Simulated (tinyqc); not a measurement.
Schottky barrier on an n-type semiconductor with a doping step, non-linear Poisson equation by Newton steps: Capacitance-voltage profiling.

One dimension, metal at x = 0, donor density C(x) = N1 for x < x1 and Nd beyond. Energies are counted from the electron Fermi level of the semiconductor and the conduction-band edge is Ec = -psi, so n = Nc exp(psi/Vt); holes follow the Fermi level of the metal, at -V, so p = Nv exp((V - psi - Eg)/Vt). Ends: psi(0) = V - phiB and psi = Vt ln(Nd/Nc) deep inside. Boltzmann statistics, full ionisation, no current, no image force in the Poisson equation.

The Poisson equation d/dx(eps0 eps_r dpsi/dx) = -q (p - n + C) is solved on a mesh of about 1000 nodes or more that ends in neutral material. C_s = q d/dV of the integral of n over x, from the linearised equation. Probed depth w = eps0 eps_r/C_s; apparent doping N_app = C_s^3/(q eps0 eps_r dC_s/dV), the derivative by central differences over +/- 0.02 V.

Parameters, values chosen for the exercise; band and dielectric values close to those of silicon:
```
symbol    value   unit                                  meaning
T           300      K                              temperature
Eg         1.12     eV                                 band gap
eps_r      11.9                           relative permittivity
Nc      2.83e19  cm^-3   conduction-band density of states at T
Nv      2.67e19  cm^-3      valence-band density of states at T
Nd       1.9e16  cm^-3  donor density deep in the semiconductor
phiB       0.46     eV                           barrier height
x1          280     nm                 depth of the doping step
N1       5.7e15  cm^-3             donor density above the step
```

Constants: q = 1.602176634e-19 C, kB = 1.380649e-23 J/K, Vt = kB T/q, eps0 = 8.8541878128e-14 F/cm where lengths are in cm. Results are converted to the units shown.

Results:
```
V (V),C_s (nF/cm^2),w (nm),N_app (cm^-3),true C(w) (cm^-3),|E_0| (kV/cm)
0,49.5,213,7.06e15,5.70e15,19.6
-0.33,35.0,301,1.35e16,1.90e16,32.2
-0.67,30.7,343,1.83e16,1.90e16,42.7
-1,28.1,376,1.90e16,1.90e16,51.9
-1.67,24.3,433,1.90e16,1.90e16,68.5
-2,23.0,459,1.90e16,1.90e16,75.9
-2.33,21.8,483,1.90e16,1.90e16,82.9
-2.67,20.8,507,1.90e16,1.90e16,89.7
-3,19.9,529,1.90e16,1.90e16,96.1
```

Estimate the missing row, V = -1.33 V.

Computed row:
```
V (V),C_s (nF/cm^2),w (nm),N_app (cm^-3),true C(w) (cm^-3),|E_0| (kV/cm)
-1.33,26.0,405,1.90e16,1.90e16,60.3
```

With this row back in the table: C_s falls from 49.5 to 19.9 nF/cm^2 while the probed depth goes from 213 to 529 nm. The apparent doping rises from 7.06e15 to 1.90e16 cm^-3. It departs most from the true doping at that depth for V = -0.33 V, where it is 29 % below it; the method senses the electrons at the edge of the depleted layer, which are smeared over a few Debye lengths (LD = 30 nm at Nd), so it cannot follow a doping that changes on that scale.

Program tinyqc, `OMP_NUM_THREADS=1 python tinyqc.py 2020055 2020056 out.jsonl`; Intel Xeon 2.30GHz, shared host, one thread, about 0.08 s.
